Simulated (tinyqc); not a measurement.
ROHF in the sto-3g basis, for H4+, spin multiplicity 2, step by step. One step of it, computed by the program tinyqc.

Problem. Iteration 1: building the Fock matrix. J_ij = sum D_kl (ij|kl) with D = D(alpha) + D(beta), K_ij = sum D_kl (ik|jl) for each spin; F = H + J - K(s); E = tr D H + tr D J / 2 - 0.5 sum_s tr D(s) K(s) + E_nn.

D(alpha) at the start, order 1H 1s, 2H 1s, 3H 1s, 4H 1s:
$$\begin{pmatrix}
0.479203 & 0.042298 & 0.029969 & 0.012576 \\
0.042298 & 0.479203 & 0.012576 & 0.029969 \\
0.029969 & 0.012576 & 0.479203 & 0.042298 \\
0.012576 & 0.029969 & 0.042298 & 0.479203
\end{pmatrix}$$

D(beta) at the start, order 1H 1s, 2H 1s, 3H 1s, 4H 1s:
$$\begin{pmatrix}
0.239602 & 0.021149 & 0.014985 & 0.006288 \\
0.021149 & 0.239602 & 0.006288 & 0.014985 \\
0.014985 & 0.006288 & 0.239602 & 0.021149 \\
0.006288 & 0.014985 & 0.021149 & 0.239602
\end{pmatrix}$$

core Hamiltonian H = T + V (hartree), order 1H 1s, 2H 1s, 3H 1s, 4H 1s:
$$\begin{pmatrix}
-1.409373 & -0.655573 & -0.300821 & -0.167692 \\
-0.655573 & -1.409373 & -0.167692 & -0.300821 \\
-0.300821 & -0.167692 & -1.409373 & -0.655573 \\
-0.167692 & -0.300821 & -0.655573 & -1.409373
\end{pmatrix}$$

Two-electron integrals (ij|kl) in chemists' order, unique and non-zero (hartree):
```
(11|11) 0.774606   (21|11) 0.202796   (21|21) 0.074820   (22|11) 0.399438
(22|21) 0.202796   (22|22) 0.774606   (31|11) 0.078834   (31|21) 0.023552
(31|22) 0.052618   (31|31) 0.013681   (32|11) 0.033714   (32|21) 0.012984
(32|22) 0.036749   (32|31) 0.006151   (32|32) 0.003435   (33|11) 0.289622
(33|21) 0.095946   (33|22) 0.238590   (33|31) 0.078834   (33|32) 0.036749
(33|33) 0.774606   (41|11) 0.036749   (41|21) 0.012984   (41|22) 0.033714
(41|31) 0.006151   (41|32) 0.003367   (41|33) 0.033714   (41|41) 0.003435
(42|11) 0.052618   (42|21) 0.023552   (42|22) 0.078834   (42|31) 0.009191
(42|32) 0.006151   (42|33) 0.052618   (42|41) 0.006151   (42|42) 0.013681
(43|11) 0.095946   (43|21) 0.035179   (43|22) 0.095946   (43|31) 0.023552
(43|32) 0.012984   (43|33) 0.202796   (43|41) 0.012984   (43|42) 0.023552
(43|43) 0.074820   (44|11) 0.238590   (44|21) 0.095946   (44|22) 0.289622
(44|31) 0.052618   (44|32) 0.033714   (44|33) 0.399438   (44|41) 0.036749
(44|42) 0.078834   (44|43) 0.202796   (44|44) 0.774606
```

nuclear repulsion = 1.89501423 hartree

Give: Coulomb J; exchange K(alpha); exchange K(beta); F(alpha); F(beta); total energy of this density.

Solution.

Coulomb J (hartree), order 1H 1s, 2H 1s, 3H 1s, 4H 1s:
$$\begin{pmatrix}
1.2760 & 0.4486 & 0.1975 & 0.1060 \\
0.4486 & 1.2760 & 0.1060 & 0.1975 \\
0.1975 & 0.1060 & 1.2760 & 0.4486 \\
0.1060 & 0.1975 & 0.4486 & 1.2760
\end{pmatrix}$$

exchange K(alpha) (hartree), order 1H 1s, 2H 1s, 3H 1s, 4H 1s:
$$\begin{pmatrix}
0.4399 & 0.2259 & 0.1057 & 0.0731 \\
0.2259 & 0.4399 & 0.0731 & 0.1057 \\
0.1057 & 0.0731 & 0.4399 & 0.2259 \\
0.0731 & 0.1057 & 0.2259 & 0.4399
\end{pmatrix}$$

exchange K(beta) (hartree), order 1H 1s, 2H 1s, 3H 1s, 4H 1s:
$$\begin{pmatrix}
0.2200 & 0.1130 & 0.0528 & 0.0365 \\
0.1130 & 0.2200 & 0.0365 & 0.0528 \\
0.0528 & 0.0365 & 0.2200 & 0.1130 \\
0.0365 & 0.0528 & 0.1130 & 0.2200
\end{pmatrix}$$

F(alpha) (hartree), order 1H 1s, 2H 1s, 3H 1s, 4H 1s:
$$\begin{pmatrix}
-0.5733 & -0.4329 & -0.2090 & -0.1348 \\
-0.4329 & -0.5733 & -0.1348 & -0.2090 \\
-0.2090 & -0.1348 & -0.5733 & -0.4329 \\
-0.1348 & -0.2090 & -0.4329 & -0.5733
\end{pmatrix}$$

F(beta) (hartree), order 1H 1s, 2H 1s, 3H 1s, 4H 1s:
$$\begin{pmatrix}
-0.3534 & -0.3199 & -0.1562 & -0.0983 \\
-0.3199 & -0.3534 & -0.0983 & -0.1562 \\
-0.1562 & -0.0983 & -0.3534 & -0.3199 \\
-0.0983 & -0.1562 & -0.3199 & -0.3534
\end{pmatrix}$$

total energy of this density = -1.038489 hartree

This density is the starting one; it is not idempotent, so its energy is not variational and may lie below the converged one.
